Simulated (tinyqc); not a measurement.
Band folding and unfolding in a supercell of a chain: sweeps and comparisons. A value that a table varies takes the place of the one given here.

A chain with hopping -t and n = 6 sites a supercell. H(K) has v_j on the diagonal, -t between neighbours and -t exp(2 pi i K) on the bond that closes the cell (from the last site to the first of the next cell). The point K holds the n wave vectors k_m = (K + m)/n of the primitive zone, in 2 pi/a, m = 0 to n - 1, with E0 = -2t cos(2 pi k_m). The unfolding weight of a state c on k_m is |sum_j c_j exp(-2 pi i k_m j)|^2/n, j = 0 to n - 1.

Inputs chosen for the exercise:
- t = 1.45 eV (hopping)
- v = (0.64, 0, 0, 0, 0, 0) eV (site energies in the supercell)
- Kq = 0.26 2 pi/(n a) (wave vector in the small zone)

## Minigaps against first-order theory

Gap i lies between minibands i and i + 1, at K = 1/2 for odd i and K = 0 for even i, where k = +/- i/(2n) are degenerate; first order gives 2|V_i|, the Fourier component V_q = (1/n) sum_j v_j exp(-2 pi i q j/n) for q equal to the number of the gap. Computed for the potential at full and at half strength.

Gaps (eV):
```
i  E0 at the crossing  2|V_i|     gap  gap at half strength
1             -2.5115  0.2133  0.1878                0.1001
2             -1.4500  0.2133  0.2050                0.1049
3              0.0000  0.2133  0.2103                0.1063
4              1.4500  0.2133  0.2145                0.1075
5              2.5115  0.2133  0.2419                0.1136
```

Halving the potential about halves gaps 1, 2, 3, 4 and 5, the scaling of first order. The largest miss of first order is 29 meV, at i = 5; the potential spans 0.44 t.

## From folded lines to real minibands

The potential is scaled by x. For the lowest level at K: energy, second-order estimate E0(k_0) + x V_0 - x^2 sum_m |V_m|^2/(E0(k_m) - E0(k_0)), weight on k_0, and width of the lowest miniband between K = 0 and 1/2.

Lowest level:
```
x      E (eV)  second order (eV)  weight on k_0  miniband width (eV)
0.00  -2.7932            -2.7932          1.000               0.3885
0.25  -2.7682            -2.7683          0.998               0.3632
0.50  -2.7464            -2.7471          0.994               0.3405
1.00  -2.7107            -2.7154          0.981               0.3015
1.50  -2.6831            -2.6982          0.964               0.2695
2.00  -2.6614            -2.6954          0.946               0.2430
3.00  -2.6302            -2.7331          0.912               0.2022
4.00  -2.6091            -2.8286          0.883               0.1724
```

Second order is -4.7 meV off at x = 1 and -103 meV at x = 3. The weight on the parent k falls to 0.98 at x = 1 and 0.88 at x = 4, and the miniband narrows from 0.389 to 0.172 eV as the state gathers on the low sites. While the weight stays near one the primitive band is still the right picture and the folded copies carry little spectral weight.

## What each change does

The two lowest levels at K and the weight of the lowest on k_0. Each row changes one parameter from the base and keeps the others.

Results:
```
case                           level 1 (eV)  level 2 (eV)  weight
base                                -2.7107       -1.9698  0.9809
t = 1.595 eV                        -2.9882       -2.1764  0.9837
v = (-0.64, 0, 0, 0, 0, 0) eV       -2.9337       -2.1769  0.9676
Kq = 0.37 2 pi/(n a)                -2.6119       -2.1776  0.9486
```

The largest shifts from the base row, up to three for each result and ties (the steps differ in size, so this ranks the rows, not the parameters). level 1 (eV): t -0.2775, v -0.2230, Kq +0.0988. level 2 (eV): Kq -0.2078, v -0.2071, t -0.2066. weight: Kq -0.0323, v -0.0133, t +0.0028.

tinyqc: `OMP_NUM_THREADS=1 python tinyqc.py 1480328 1480329 out.jsonl`; about 0.01 s, one thread, shared Intel(R) Xeon(R) Processor @ 2.30GHz.
